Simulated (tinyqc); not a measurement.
Comparisons within one model: quantum-confined Stark effect in a modulator well. A value that a table varies takes the place of the one given here.

Envelopes on cells of 0.5 angstrom over the well |z| < L/2 and 45 angstrom of barrier on each side, psi = 0 beyond, psi'/m continuous (mean mass between points), c = hbar^2/2m0. The electron sees + e F z and the hole - e F z, each with its offset in the barriers; 1 kV/cm = 1e-5 eV/angstrom. Light holes, band mixing and escape by tunnelling are left out.

Exciton: in-plane function exp(-rho/lam), 1/mu = 1/me + 1/mp, E(lam) = c/(mu lam^2) - (q/eps) times the integral over k of Fm(k)(1 + (k lam/2)^2)^(-3/2), Fm(k) the double integral of psi_e^2 psi_h^2 exp(-k |z - z'|), q = e^2/(4 pi eps0); binding Eb = -E at the minimum. Line at Eg + E_e + E_h - Eb, strength proportional to overlap^2/lam^2.

Constants: hbar^2/2m0 = 3.80998211 eV angstrom^2; e^2/(4 pi eps0) = 14.39964547 eV angstrom; hc = 1239.841984 eV nm.

Values chosen for the exercise (near those of an InGaAs well in InAlAs; the results hold for these values, not for the real material):

| symbol | value | unit | meaning |
|---|---|---|---|
| L | 76 | angstrom | well width |
| Vc | 0.519 | eV | conduction offset |
| Vv | 0.202 | eV | heavy-hole offset |
| me | 0.0426 | m0 | electron, well |
| meb | 0.0713 | m0 | electron, barrier |
| mh | 0.371 | m0 | heavy hole along z, well |
| mhb | 0.442 | m0 | heavy hole, barrier |
| Eg | 0.749 | eV | gap of the well |
| mp | 0.115 | m0 | heavy hole in the plane |
| eps | 13.8 |  | dielectric constant |
| Fs | (0, 31, 62, 93, 128, 165, 206) | kV/cm | fields |
| Ls | (56, 74, 92, 112, 136, 164) | angstrom | widths |
| F_L | 138 | kV/cm | field for this table |
| F | 160 | kV/cm | field |

## Raising the field

All quantities anew; shifts from zero field.

Results:

| F (kV/cm) | dE_e (meV) | dE_h (meV) | Eb (meV) | line shift (meV) | overlap^2 | relative strength |
|---|---|---|---|---|---|---|
| 0 | 0.00 | 0.00 | 5.99 | 0.00 | 0.978 | 1.000 |
| 31 | -0.17 | -0.74 | 5.96 | -0.88 | 0.953 | 0.966 |
| 62 | -0.69 | -2.86 | 5.88 | -3.44 | 0.885 | 0.877 |
| 93 | -1.55 | -6.17 | 5.77 | -7.50 | 0.795 | 0.764 |
| 128 | -2.93 | -11.05 | 5.63 | -13.62 | 0.689 | 0.636 |
| 165 | -4.85 | -17.22 | 5.49 | -21.58 | 0.584 | 0.517 |
| 206 | -7.52 | -25.02 | 5.34 | -31.90 | 0.482 | 0.407 |

The line shift grows with exponent 1.97 in F at low field and 1.76 at the end, as the carriers come up against opposite walls and the dipole begins to saturate. The hole gives 81 % of the level shift in the second row and 77 % in the last. The largest shift is 5.3 times the zero-field binding, yet 89 % of the binding survives, since the walls stop the field from pulling the pair apart. Half the strength is gone between 165 and 206 kV/cm.

## Width of the well

Zero-field line, its shift at F_L and the relative strength.

Results:

| L (angstrom) | line at F = 0 (nm) | Eb (meV) | shift (meV) | relative strength | shift x strength (meV) |
|---|---|---|---|---|---|
| 56 | 1421.7 | 6.31 | -6.96 | 0.854 | 5.94 |
| 74 | 1490.9 | 6.02 | -14.57 | 0.631 | 9.19 |
| 92 | 1534.9 | 5.76 | -25.47 | 0.380 | 9.68 |
| 112 | 1567.0 | 5.50 | -40.71 | 0.177 | 7.19 |
| 136 | 1592.0 | 5.23 | -62.58 | 0.055 | 3.44 |
| 164 | 1610.8 | 4.96 | -92.03 | 0.010 | 0.95 |

The shift grows with exponent 2.65 in L over the first two rows and 2.06 over the last two, against 4 for hard walls at second order; leakage lowers it in narrow wells and saturation in wide ones. The strength falls from 0.85 to 0.01, and the product of the two is largest at 92 angstrom.

## What each parameter does

Zero-field line, shift at F, overlap^2 and Eb at F. Each row changes one parameter from the base and keeps the others.

Results:

| case | line (nm) | shift (meV) | overlap^2 | Eb (meV) |
|---|---|---|---|---|
| base | 1496.7 | -20.42 | 0.597 | 5.51 |
| L = 66 angstrom | 1464.1 | -14.20 | 0.723 | 5.84 |
| F = 128 kV/cm | 1496.7 | -13.62 | 0.689 | 5.63 |
| Vc = 0.415 eV | 1505.8 | -21.14 | 0.582 | 5.46 |
| Vv = 0.253 eV | 1496.0 | -19.39 | 0.616 | 5.56 |
| me = 0.049 m0 | 1505.8 | -20.45 | 0.589 | 5.91 |
| mh = 0.315 m0 | 1494.3 | -19.87 | 0.623 | 5.52 |
| eps = 12.4 | 1499.0 | -20.30 | 0.597 | 6.60 |

The largest shifts from the base row, up to three for each result and ties (the steps differ in size, so this ranks the rows, not the parameters). line (nm): L -32.6, me +9.1, Vc +9.0; unchanged at the printed digits by F. shift (meV): F +6.80, L +6.23, Vv +1.04. overlap^2: L +0.126, F +0.092, mh +0.025; unchanged at the printed digits by eps. Eb (meV): eps +1.09, me +0.40, L +0.33.

(tinyqc, `OMP_NUM_THREADS=1 python tinyqc.py 1251160 1251161 out.jsonl`, Intel(R) Xeon(R) Processor @ 2.30GHz, 1 thread, shared host, about 0.1 s.)
